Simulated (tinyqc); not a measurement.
Inside a calculation. Model: free and trapped electrons in a MOS channel with a dense trap tail.

Program tinyqc, `OMP_NUM_THREADS=1 python tinyqc.py 2222022 2222023 out.jsonl`; Intel Xeon 2.30GHz, shared host, one thread, about 0.02 s. Printed values are rounded.

p-type body, charge-sheet picture, full ionisation (an idealisation for deep acceptors), Boltzmann statistics for free electrons. e = Ec - EF at the surface. Acceptor-like traps of density D(E) = D0 + De exp(-E/Ew) at depth E below Ec, from 0 to Eu, hold n_t = integral of D(E)/(1 + exp((e - E)/Vt)). psi = Eg - Vt ln(Nv/Na) - e; N_dep = sqrt(2 eps0 eps_r Na (psi - Vt)/q); n_f = sqrt(N_dep^2 + 2 eps0 eps_r Vt Nc exp(-e/Vt)/q) - N_dep; Vg = Vfb + psi + q (N_dep + n_t + n_f)/Cox, Cox = eps0 eox/tox.

Inputs (values chosen for the exercise); band and dielectric values close to those of 4H silicon carbide: temperature T = 300 K; band gap Eg = 3.24 eV; relative permittivity eps_r = 9.56; conduction-band density of states at T Nc = 1.68e19 cm^-3; valence-band density of states at T Nv = 2.51e19 cm^-3; relative permittivity of the insulator eox = 3.9; insulator thickness tox = 75 nm; acceptor density Na = 5.6e15 cm^-3; flat-band voltage without trapped charge Vfb = -1.98 V; constant background density of acceptor-like traps D0 = 3.1e10 cm^-2 eV^-1; density of the tail at the conduction edge De = 6.9e12 cm^-2 eV^-1; decay energy of the tail Ew = 0.13 eV; depth below Ec down to which the traps reach Eu = 0.55 eV; mobility of free electrons mf = 110 cm^2/(V s); Ec - EF at the surface e = 0.138 eV.

Constants: q = 1.602176634e-19 C, kB = 1.380649e-23 J/K, Vt = kB T/q, eps0 = 8.8541878128e-14 F/cm where lengths are in cm. Results are converted to the units shown.

## Trapped charge

Trapezoid rule on 12 equal steps from 0 to Eu, f = 1/(1 + exp((e - E)/Vt)).

| point | E (eV) | D(E) f (cm^-2 eV^-1) |
|---|---|---|
| 0 | 0 | 3.31449e10 |
| 1 | 0.0458333 | 1.34292e11 |
| 2 | 0.0916667 | 4.91208e11 |
| 3 | 0.1375 | 1.20180e12 |
| 4 | 0.183333 | 1.46200e12 |
| 5 | 0.229167 | 1.18006e12 |
| 6 | 0.275 | 8.58760e11 |
| 7 | 0.320833 | 6.15312e11 |
| 8 | 0.366667 | 4.42006e11 |
| 9 | 0.4125 | 3.19927e11 |
| 10 | 0.458333 | 2.34086e11 |
| 11 | 0.504167 | 1.73747e11 |
| 12 | 0.55 | 1.31334e11 |

n_t = 3.29791e11 cm^-2

With 1600 steps n_t = 3.301e11 cm^-2; the coarse value is 0.092 % below it.

## Charges and gate voltage

psi, N_dep, n_f and Vg as defined, with the n_t given; free share n_f/(n_f + n_t); apparent mobility mf n_f/(n_f + n_t); gate voltage spent on traps q n_t/Cox.

psi = 2.88464 V
N_dep = 4.11290e11 cm^-2
n_f = 2.59864e10 cm^-2
Vg = 3.57391 V
free share = 7.30411 %
apparent mobility = 8.03452 cm^2/(V s)
gate voltage spent on traps = 1.14762 V
